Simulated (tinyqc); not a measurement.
# Size effects in the resistivity of thin metal films and interconnect lines, step by step

A worked calculation. Computed by tinyqc, a small Python program that keeps every step. Command: `OMP_NUM_THREADS=1 python tinyqc.py 3020215 3020216 out.jsonl size walk`. One thread of a shared host (Intel(R) Xeon(R) Processor @ 2.30GHz), about 0.01 s of CPU time with the checks. Intermediate numbers are printed to about 6 digits and carried at full precision; extremes and crossings named in words are read from the listed rows.

Electrons lose their drift at surfaces (a share 1 - p of the hits) and at grain boundaries (reflection R), besides bulk scattering. The line sits in a trench with a non-conducting liner on both walls and the bottom; the spacing equals the drawn width.

Inputs (values chosen for the exercise, modelled on aluminium):

| quantity | value | unit |
|---|---|---|
| bulk resistivity rho_b | 2.73 | microohm cm |
| bulk mean free path lambda | 17.9 | nm |
| specularity p | 0.18 | - |
| grain-boundary reflection R | 0.62 | - |
| drawn line width w | 5.2 | nm |
| grain size over metal width | 2 | - |
| aspect ratio (height over width) | 2.7 | - |
| liner thickness t | 0.6 | nm |
| line length | 3 | micrometre |
| permittivity of the dielectric k | 3.9 | - |
| competitor: rho_b relative to this metal | 3.5 | - |
| competitor: lambda relative to this metal | 0.49 | - |
| competitor: liner relative to t | 0.21 | - |

Geometry: line.

Constants: eps_0 = 8.8541878128e-12 F/m.

## Metal cross-section

Metal width w_m = w - 2t, height h_m = (aspect ratio) w - t, grain size D = (ratio) w_m.

metal width w_m = 4 nm

metal height h_m = 13.44 nm

grain size D = 8 nm

share of the trench filled by metal = 73.6358 %

## Grain boundaries

Mayadas-Shatzkes: alpha = (lambda/D) R/(1 - R); rho_b/rho = 1 - 3 alpha/2 + 3 alpha^2 - 3 alpha^3 ln(1 + 1/alpha).

alpha = 3.65066

rho/rho_b from grains = 5.92588

The linear estimate 1 + 3 alpha/2 gives 6.476, 9 % high; at large alpha the slope is 4/3.

## Surfaces

Fuchs-Sondheimer film: rho_b/rho = 1 - (3/(2 kappa))(1 - p) int_0^1 (s - s^3)(1 - exp(-kappa/s))/(1 - p exp(-kappa/s)) ds, f = rho/rho_b, kappa = thickness/lambda, 80 Gauss-Legendre points. Line: the excess of a film of thickness w_m and of a film of thickness h_m are added, rho/rho_b = 1 + (f(w_m) - 1) + (f(h_m) - 1), an estimate that holds best when both sides exceed lambda.

kappa = w_m/lambda = 0.223464

f(w_m) = 2.47644

f(h_m) = 1.48323

rho/rho_b from surfaces = 2.95966

Caution: for lines much narrower than lambda adding the two film terms and the grain term underestimates the resistivity.

## Resistance and delay

Total: rho = rho_b [1 + surface excess + grain excess]; resistance per length rho/(w_m h_m); capacitance per length C = 2 k eps_0 (aspect ratio + 1/2), a parallel-plate estimate for two neighbours plus a fixed term for the planes above and below; delay 0.38 R C L^2; effective resistivity per drawn area.

resistivity rho = 21.5275 microohm cm

resistance per length = 4004.38 ohm/micrometre

capacitance per length = 0.221001 fF/micrometre

RC delay = 3.02660 ps

effective resistivity per drawn area = 29.2352 microohm cm

Of the factor 10.71 over bulk, scattering gives 7.89 and the liner 1.36; within scattering, grain boundaries outweigh surfaces (4.93 against 1.96, grains first).

## A short-path metal as competitor

w_m = w - 2t, h_m = (aspect ratio) w - t, D = (ratio) w_m; rho = rho_b [1 + surface excess + grain excess]. Effective resistivity rho (aspect ratio) w^2/(w_m h_m) for the metal with its liner, for the same metal without liner, and for a competitor with its own rho_b, lambda and liner, and for that competitor with the liner t; p, R, aspect and grain ratios are the same.

Effective resistivity (microohm cm):

| w (nm) | this metal | without liner | competitor | competitor, liner t |
|---|---|---|---|---|
| 200 | 3.1521 | 3.1275 | 10.2556 | 10.3167 |
| 100 | 3.5820 | 3.5221 | 10.9545 | 11.0916 |
| 50 | 4.4766 | 4.3132 | 12.3589 | 12.6945 |
| 30 | 5.7441 | 5.3707 | 14.2573 | 14.9614 |
| 20 | 7.4466 | 6.6883 | 16.6752 | 18.0212 |
| 14 | 9.8385 | 8.3686 | 19.8481 | 22.3479 |
| 10 | 13.4265 | 10.5831 | 24.1776 | 28.8734 |
| 7 | 19.8401 | 13.8549 | 30.8725 | 40.5760 |
| 5 | 30.9349 | 18.1426 | 40.1821 | 60.8200 |

The competitor does not win at any width listed. In narrow lines rho scales as rho_b lambda/w, and the product rho_b lambda of the competitor is 1.71 times this metal's. At the narrowest width the liner costs this metal a factor 1.71. With the same liner the competitor wins nowhere in the table; at the narrowest width the thinner liner lowers it from 60.8 to 40.2. Rows with w - 2t below lambda stretch the additive estimate. Metal widths below about 5 nm are outside this semiclassical model. Caution: below about 5 nm roughness, discontinuity and quantum confinement take over from this semiclassical model.

Checks made by the program: grain-boundary formula against its angular integral 3 int_0^1 c^3/(c + alpha) dc (relative difference below 1e-10).
